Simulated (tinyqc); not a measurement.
## Trap density from swing and capacitance

Inverse problem. In an MOS structure at one bias the subthreshold swing is S = Vt ln 10 (1 + (Cd + q Dit)/Cox) and 1/C_HF = 1/Cox + 1/Cd, Cox = 3.9 eps0/EOT. Find Cd and Dit.

Values chosen for this exercise: temperature T = 200 K; equivalent oxide thickness EOT = 5.5 nm.

Constants: q = 1.602176634e-19 C, kB = 1.380649e-23 J/K, Vt = kB T/q, eps0 = 8.8541878128e-14 F/cm where lengths are in cm. Results are converted to the units shown.

S = 48.019746 mV/decade
C_HF = 85.319295 nF/cm^2

Answer. C_HF gives Cd, and the swing gives Cd + q Dit.

Cd = 98.74 nF/cm^2
Dit = 2.068e11 cm^-2 eV^-1

Numbers from tinyqc (`OMP_NUM_THREADS=1 python tinyqc.py 2030171 2030172 out.jsonl`; about 0.01 s on one thread of a shared Intel Xeon 2.30GHz).
